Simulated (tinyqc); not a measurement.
Raising U: Hubbard chain of 6 sites, mean field against exact. Computed by the program tinyqc. Collinear unrestricted mean field (the lowest of 40 random starts) against exact diagonalisation.

one-body matrix (hopping and site energies) (eV):
```
         1        2        3        4        5        6
1   0.0000  -0.8600   0.0000   0.0000   0.0000   0.0000
2  -0.8600   0.0000  -0.8600   0.0000   0.0000   0.0000
3   0.0000  -0.8600   0.0000  -0.8600   0.0000   0.0000
4   0.0000   0.0000  -0.8600   0.0000  -0.8600   0.0000
5   0.0000   0.0000   0.0000  -0.8600   0.0000  -0.8600
6   0.0000   0.0000   0.0000   0.0000  -0.8600   0.0000
```

electrons, up and down: 3  3

Exact and mean-field results (eV):

| U | U/t | E exact | E mean field | mean \|n_up - n_down\| | double occupancy, exact | first gap in the sector |
|---|---|---|---|---|---|---|
| 0.430 | 0.500 | -5.39497 | -5.36461 | 0.000 | 0.226 | 0.681 |
| 0.860 | 1.000 | -4.84085 | -4.71961 | 0.000 | 0.203 | 0.611 |
| 1.720 | 2.000 | -3.90983 | -3.48044 | 0.404 | 0.158 | 0.498 |
| 2.580 | 3.000 | -3.19582 | -2.60677 | 0.673 | 0.120 | 0.411 |
| 3.440 | 4.000 | -2.65961 | -2.04030 | 0.803 | 0.090 | 0.345 |
| 5.160 | 6.000 | -1.94937 | -1.40110 | 0.909 | 0.052 | 0.255 |
| 6.880 | 8.000 | -1.52056 | -1.06147 | 0.948 | 0.033 | 0.199 |
| 10.320 | 12.000 | -1.04524 | -0.71267 | 0.977 | 0.016 | 0.137 |
| 17.200 | 20.000 | -0.63768 | -0.42914 | 0.992 | 0.006 | 0.084 |

What does the comparison show, and why?

In absolute terms mean field is worst at U/t = 4.0, 0.619 eV too high: at small U it is nearly exact, and at large U it misses only exchange-scale energies. Its local moments set in at U/t = 2.0 of those listed, a broken symmetry that the exact state of a finite cluster with equal spins does not have. Relative to the exact energy its error is 0.6 % at the smallest U, 33 % at most and 33 % at the largest. The double occupancy falls from 0.226 to 0.006; at the largest U the first gap is 0.49 times the exchange scale 4t^2/U.
